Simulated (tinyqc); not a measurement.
X-ray reflectivity of a thin film on silicon: critical angles, Parratt recursion, fringes and roughness: one step, computed by the program tinyqc.

n = 1 - delta + i beta; the classical electron radius is r_e = 2.8179403e-6 nm. Layer 0 is vacuum, 1 the film, 2 the substrate.

Question. Fringe period, contrast and decay. Far above the critical angle the period is d theta = lambda/(2 d), or 2 pi/d in q; the envelope runs between (|r_01| - |r_12 p|)^2 and (|r_01| + |r_12 p|)^2; contrast = 2 a b/(a^2 + b^2) with a = |r_01|, b = |r_12 p|; roughness factors on the amplitudes are about exp(-q^2 sigma^2/2).

Inputs (values chosen for the exercise, modelled on TaN on silicon, copper K-alpha radiation):

| quantity | value | unit |
|---|---|---|
| wavelength lambda | 0.15406 | nm |
| film thickness d | 27.5 | nm |
| roughness of the surface sigma_1 | 0.44 | nm |
| roughness of the interface sigma_2 | 0.32 | nm |

1000 r_01 = 26.29007-2.22937i

1000 r_12 = -24.66375+2.42909i

p = -0.2057876-0.7181421i

q = 4 pi sin(theta)/lambda = 1.893259 1/nm

Give: period in theta; period in q; contrast; roughness factor, surface; roughness factor, interface.

Answer.

period in theta = 0.1605 degrees

period in q = 0.2285 1/nm

contrast = 0.9404

roughness factor, surface = 0.7068

roughness factor, interface = 0.8323
